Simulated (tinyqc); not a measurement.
# IGBT as a p-i-n diode in series with a MOS channel, on-state and switching loss: what changes with what

High injection (n = p) in a drift layer from x = -W/2 (anode) to +W/2 (cathode side), recombination only in the layer with lifetime tau, ideal emitters. The channel feeds the cathode side and carries the whole current. Auger recombination, carrier-carrier scattering, emitter losses and the carrier dip under the p body are left out.

Values chosen for this exercise; material values close to those of silicon: temperature T = 400 K; band gap Eg = 1.12 eV; conduction-band density of states at T Nc = 4.31e19 cm^-3; valence-band density of states at T Nv = 4.11e19 cm^-3; electron mobility mn = 743 cm^2/(V s); hole mobility mp = 255 cm^2/(V s); width of the drift layer W = 130 um; doping of the drift layer Nd = 5.9e13 cm^-3; high-injection lifetime tau = 1.4 us; current density J = 30 A/cm^2; channel and accumulation resistance Rch = 1.7 mohm cm^2; link voltage Vdc = 800 V; turn-off energy per stored charge and link voltage ks = 0.07; switching frequency f = 20 kHz.

Constants: q = 1.602176634e-19 C, kB = 1.380649e-23 J/K, Vt = kB T/q. Results are converted to the units shown.

Each table varies one quantity; the others keep the values above.

## Effect of the channel and accumulation resistance

b = mn/mp, B = (b - 1)/(b + 1), La = sqrt(2 Vt mn mp tau/(mn + mp)), y = W/(2 La). n(x) = (tau J/(2 q La))[cosh(x/La)/sinh y - B sinh(x/La)/cosh y]. Vm = Vt [(8 b/(b + 1)^2)(sinh y/s) arctan(s sinh y) + B ln((1 + B tanh^2 y)/(1 - B tanh^2 y))], s = sqrt(1 - B^2 tanh^2 y); Vj = Vt ln(n(-W/2) n(W/2)/ni^2), ni = sqrt(Nc Nv) exp(-Eg/(2 Vt)), Eg in volts; Vc = J Rch; Von = Vm + Vj + Vc. Stored charge tau J, turn-off energy Eoff = ks tau J Vdc, loss at half duty 0.5 J Von + f Eoff. A unipolar device on the same layer has Vu = J (W/(q mn Nd) + Rch).

The same in every row: y = 1.519; Eoff (mJ/cm^2) = 2.352.

Effect of the channel and accumulation resistance:

| Rch (mohm cm^2) | Von (V) | Vu (V) | total loss (W/cm^2) |
|---|---|---|---|
| 0.2 | 0.7823 | 55.53 | 58.77 |
| 0.4 | 0.7883 | 55.54 | 58.86 |
| 0.78 | 0.7997 | 55.55 | 59.04 |
| 1.5 | 0.8213 | 55.57 | 59.36 |
| 3.1 | 0.8693 | 55.62 | 60.08 |
| 6.1 | 0.9593 | 55.71 | 61.43 |
| 12 | 1.136 | 55.89 | 64.08 |

As Rch goes from 0.2 to 12 mohm cm^2, Von rises from 0.782 to 1.14 V, Eoff stays at 2.35 mJ/cm^2 and the total loss rises from 58.8 to 64.1 W/cm^2. Von is below Vu in 7 of the 7 rows.

## Effect of the width of the drift layer

Same model as above.

The same in every row: Eoff (mJ/cm^2) = 2.352.

Effect of the width of the drift layer:

| W (um) | y | Von (V) | Vu (V) | total loss (W/cm^2) |
|---|---|---|---|---|
| 52 | 0.6074 | 0.7388 | 22.26 | 58.12 |
| 68 | 0.7943 | 0.7410 | 29.10 | 58.16 |
| 89 | 1.040 | 0.7571 | 38.07 | 58.40 |
| 120 | 1.402 | 0.8053 | 51.31 | 59.12 |
| 150 | 1.752 | 0.8818 | 64.12 | 60.27 |
| 200 | 2.336 | 1.097 | 85.48 | 63.49 |
| 260 | 3.037 | 1.594 | 111.1 | 70.95 |

As W goes from 52 to 260 um, Von rises from 0.739 to 1.59 V, Eoff stays at 2.35 mJ/cm^2 and the total loss rises from 58.1 to 71.0 W/cm^2. Von is below Vu in 7 of the 7 rows.

## Effect of the current density

Same model as above.

The same in every row: y = 1.519.

Effect of the current density:

| J (A/cm^2) | Von (V) | Vu (V) | Eoff (mJ/cm^2) | total loss (W/cm^2) |
|---|---|---|---|---|
| 0.3 | 0.4593 | 0.5558 | 0.02352 | 0.5393 |
| 0.76 | 0.5242 | 1.408 | 0.05958 | 1.391 |
| 1.9 | 0.5893 | 3.520 | 0.1490 | 3.539 |
| 4.8 | 0.6581 | 8.893 | 0.3763 | 9.106 |
| 12 | 0.7335 | 22.23 | 0.9408 | 23.22 |
| 31 | 0.8312 | 57.43 | 2.430 | 61.49 |
| 78 | 0.9747 | 144.5 | 6.115 | 160.3 |
| 200 | 1.247 | 370.5 | 15.68 | 438.3 |
| 500 | 1.820 | 926.3 | 39.20 | 1239 |

What does the comparison show?

As J goes from 0.3 to 500 A/cm^2, Von rises from 0.459 to 1.82 V, Eoff rises from 0.0235 to 39.2 mJ/cm^2 and the total loss rises from 0.539 to 1240 W/cm^2. Von is below Vu in 9 of the 9 rows. At J = 0.3 A/cm^2 the injected density falls below 5 Nd somewhere, so high injection is doubtful. For J = 200 to 500 A/cm^2 the density at the anode passes 2e17 cm^-3, where Auger recombination and emitter losses matter.

Computed by the program tinyqc: `OMP_NUM_THREADS=1 python tinyqc.py 2590145 2590146 out.jsonl`, one thread of a shared Intel Xeon 2.30GHz, about 0.01 s for the whole run.
